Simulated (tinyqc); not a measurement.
# Small-signal admittance of a forward-biased p+-n diode: two studies

Holes injected into a neutral base of width wb with an ohmic contact at its end; low injection, p0 far above the equilibrium density. A small voltage v exp(i w t), w = 2 pi f, modulates the edge density by p0 v/Vt, and the small-signal density obeys Dp d2p/dx2 = (1/tau + i w) p.

Inputs (values chosen for the exercise); permittivity close to that of silicon: temperature T = 300 K; relative permittivity eps_r = 11.7; donor density of the base Nd = 6.9e15 cm^-3; hole diffusion coefficient Dp = 5 cm^2/s; hole lifetime tau = 4e-8 s; width of the neutral base wb = 8 um; excess hole density at the junction edge p0 = 2.6e14 cm^-3; acceptor density of the p+ side Na = 9e19 cm^-3; series resistance Rs = 0.0007 ohm cm^2; signal frequency f = 1.8e6 Hz.

Constants: q = 1.602176634e-19 C, kB = 1.380649e-23 J/K, Vt = kB T/q, eps0 = 8.8541878128e-14 F/cm where lengths are in cm. Results are converted to the units shown.

Each table varies one quantity; the others keep the values above.

## Admittance against frequency

L = sqrt(Dp tau); direct current J = (q Dp p0/L) coth(wb/L); k = sqrt(1 + i w tau)/L; diffusion admittance Y = (q Dp p0/Vt) k coth(k wb) = G + i w C_diff; junction capacitance C_j = sqrt(q eps0 eps_r Nd/(2 Vr)) in the depletion approximation, with the remaining barrier Vr = Vt ln(Na/p0), a rough value under forward bias; base-width modulation is left out. Measured admittance 1/[Rs + 1/(Y + i w C_j)].

The same in every row: C_j (uF/cm^2) = 0.04167.

Results:
```
f (Hz)     w tau  G (S/cm^2)  C_diff (uF/cm^2)  measured G (S/cm^2)  measured C (uF/cm^2)  phase of the measured Y (degrees)
10000   0.002513       19.05            0.3048                18.80                0.3374                            0.06461
60000    0.01508       19.05            0.3048                18.80                0.3374                             0.3876
2e5      0.05027       19.05            0.3048                18.80                0.3374                              1.292
1e6       0.2513       19.12            0.3042                18.87                0.3368                              6.399
4e6        1.005       20.06            0.2959                19.83                0.3283                              22.59
7e7        17.59       54.97            0.1181                56.01                0.1478                              49.25
3e8        75.40       111.3           0.05829                122.8               0.08476                              52.44
1e9        251.3       202.4           0.03208                270.7               0.05236                              50.55
```

Estimate the missing row, f = 2e7 Hz.

Computed row:
```
f (Hz)  w tau  G (S/cm^2)  C_diff (uF/cm^2)  measured G (S/cm^2)  measured C (uF/cm^2)  phase of the measured Y (degrees)
2e7     5.027       31.49            0.2071                31.45                0.2380                              43.57
```

With this row back in the table: G starts at J/Vt = 19.1 S/cm^2 and C_diff at (J tau/(2 Vt))(1 - 2 x/sinh 2x) = 0.305 uF/cm^2, x = wb/L = 1.79. Between the last two rows G goes as f^(0.50) and C_diff as f^(-0.50); the limits are 1/2 and -1/2, reached when the signal penetrates only sqrt(Dp/w). The measured C is 2.6 % below C_diff + C_j in the first row and 29 % below it in the last, the difference being due to Rs.

## Effect of the width of the neutral base

Same model as above.

The same in every row: w tau = 0.45239; C_j (uF/cm^2) = 0.041673.

Effect of the width of the neutral base:
```
wb (um)  G (S/cm^2)  C_diff (uF/cm^2)  measured G (S/cm^2)  measured C (uF/cm^2)  phase of the measured Y (degrees)
0.22         366.51          0.011813               291.68              0.033874                           0.075256
0.44         183.70          0.023603               162.77              0.051248                            0.20402
0.88         92.733          0.047023               87.081              0.078212                            0.58199
1.7          49.658          0.089584               47.991               0.12259                             1.6548
3.4          28.126           0.16956               27.586               0.20315                             4.7611
6.8          19.983           0.27988               19.716               0.31274                             10.170
14           18.474           0.34678               18.251               0.37859                             13.203
27           18.450           0.35182               18.228               0.38352                             13.385
```

As wb goes from 0.22 to 27, G falls from 367 to 18.4 S/cm^2, C_diff rises from 0.0118 to 0.352 uF/cm^2 and the measured C rises from 0.0339 to 0.384 uF/cm^2. C_diff exceeds C_j for wb = 0.88, 1.7, 3.4, 6.8, 14, 27.

tinyqc, about 0.01 s, one thread, Intel Xeon 2.30GHz (shared host): `OMP_NUM_THREADS=1 python tinyqc.py 2890144 2890145 out.jsonl`
